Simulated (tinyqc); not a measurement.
Inside a calculation. Model: gas flow in a process chamber: flow regimes, conductance, effective pumping speed, pump-down, outgassing and purge. Computed by tinyqc, a small Python program that keeps every step. Command: `OMP_NUM_THREADS=1 python tinyqc.py 3120114 3120115 out.jsonl pump walk`. One thread of a shared host (Intel(R) Xeon(R) Processor @ 2.30GHz), about 0.07 s of CPU time with the checks. Intermediate numbers are printed to about 7 digits and carried at full precision; extremes and crossings named in words are read from the listed rows.

Ideal gas, isothermal flow, a pump of constant speed at the end of a round pipe; process gas, volume gas and outgassing are given the same properties. 1 sccm = 101325 Pa x 1e-6 m^3/60 s x T/273.15 K.

Inputs (values chosen for the exercise, modelled on water vapour near room temperature):

| quantity | value | unit |
|---|---|---|
| molar mass M | 18.02 | g/mol |
| molecular diameter | 0.46 | nm |
| viscosity eta | 9.9 | micropascal s |
| temperature T | 300 | K |
| chamber volume V | 120 | L |
| wall area | 0.71 | m^2 |
| pipe diameter d | 2.5 | cm |
| pipe length l | 130 | cm |
| pump speed S | 8.6 | L/s |
| process gas flow | 130 | sccm |
| outgassing rate after 1 h | 1.4e-05 | Pa m^3/(s m^2) |
| outgassing exponent n | 1.1 | - |
| starting pressure p0 | 260 | Pa |
| target base pressure | 9e-05 | Pa |

Constants: k_B = 1.380649e-23 J/K; u = 1.6605390666e-27 kg.

## Molecular flow

Mean speed c = sqrt(8 k_B T/(pi m)); aperture conductance C_a = c pi d^2/16; molecular pipe C_m = C_a/(1 + 3 l/(4 d)) (Dushman form); viscous pipe C_v = pi d^4 p_mean/(128 eta l); Knudsen interpolation C = C_v + C_m (1 + x)/(1 + 1.24 x), x = d p_mean sqrt(m/(k_B T))/eta. Effective speed 1/S_eff = 1/S + 1/C_m; time constant V/S_eff; pressure at which the free path k_B T/(sqrt2 pi d_m^2 p) equals d.

mean speed c = 593.7046 m/s

C_a = 72.85851 L/s

C_m = 1.821463 L/s

S_eff in molecular flow = 1.503108 L/s

time constant = 79.83460 s

pressure where the free path equals d = 0.1762317 Pa

The pipe passes on 17 % of the pump speed; a larger pump would gain little, since S_eff cannot exceed C_m.

## Process pressure

Steady flow: the pump inlet is at p_2 = Q/S, and the chamber pressure p_1 solves Q = C((p_1 + p_2)/2) (p_1 - p_2). Residence time = p_1 V/Q. Knudsen number = free path at the mean pressure over d.

throughput Q = 241.1175 Pa L/s

p_2 = 28.03692 Pa

chamber pressure p_1 = 37.37077 Pa

conductance C = 25.83260 L/s

residence time = 18.59878 s

Knudsen number = 0.005388715

The flow in the pipe is viscous.

## Purging a well-mixed chamber

With steady flow a contaminant decays as exp(-t/residence time); gas used = flow x time.

time to dilute 1e3 times = 128.4758 s

time to dilute 1e6 times = 256.9517 s

gas used for 1e6 = 556.7286 standard cm^3

## Pump-down curve

Pump-down: V dp/dt = -S_eff(p) p + q(t) A, with S_eff = S p_2/p, where p_2 solves C((p + p_2)/2) (p - p_2) = S p_2 at each moment, and q(t) = q_1 (1 h/(t + 10 s))^n; integrated adaptively. At long times p = q(t) A/S_eff. S_eff(p) is tabulated at 260 pressures and interpolated in ln p. Comparison columns: p0 exp(-t/time constant) with the molecular S_eff (0 below 1e-26 p0), and the outgassing limit.

Pressure against time:

| t (s) | p (Pa) | S_eff (L/s) | volume gas only (Pa) | outgassing limit (Pa) |
|---|---|---|---|---|
| 0.3 | 2.547238e+02 | 8.221753 | 2.590248e+02 | 4.151529e+00 |
| 1 | 2.428423e+02 | 8.203665 | 2.567636e+02 | 3.861865e+00 |
| 3 | 2.119871e+02 | 8.148078 | 2.504111e+02 | 3.213597e+00 |
| 10 | 1.328766e+02 | 7.895337 | 2.293898e+02 | 2.000765e+00 |
| 30 | 3.955010e+01 | 6.545442 | 1.785564e+02 | 9.333899e-01 |
| 100 | 4.045651e+00 | 2.448047 | 7.429859e+01 | 3.067589e-01 |
| 300 | 3.592923e-01 | 1.456097 | 6.067294e+00 | 9.813664e-02 |
| 1000 | 3.023907e-02 | 1.480852 | 9.441599e-04 | 2.676551e-02 |
| 3600 | 6.788684e-03 | 1.497333 | 6.780056e-18 | 6.592819e-03 |
| 20000 | 1.007244e-03 | 1.502217 | 0 | 1.002207e-03 |
| 100000 | 1.708862e-04 | 1.502956 | 0 | 1.707188e-04 |

From t = 1000 s on the pressure is within 20 % of the outgassing limit, which falls only as (t + 10 s)^-1.1: walls, not volume, set the time to base pressure. Early on viscous flow raises S_eff to 8.22 L/s, 5.5 times its molecular value.

## Time to base pressure

From the outgassing limit: t = 1 h x (q_1 A/(S_eff p_target))^(1/n) - 10 s; monolayer time at the target = 1e19 m^-2 x 4 k_B T/(p c) for unit sticking.

time to the target = 49.71406 h

monolayer time = 3.100642 s

Checks made by the program: throughput from C and the pressure drop (relative difference below 1e-10).
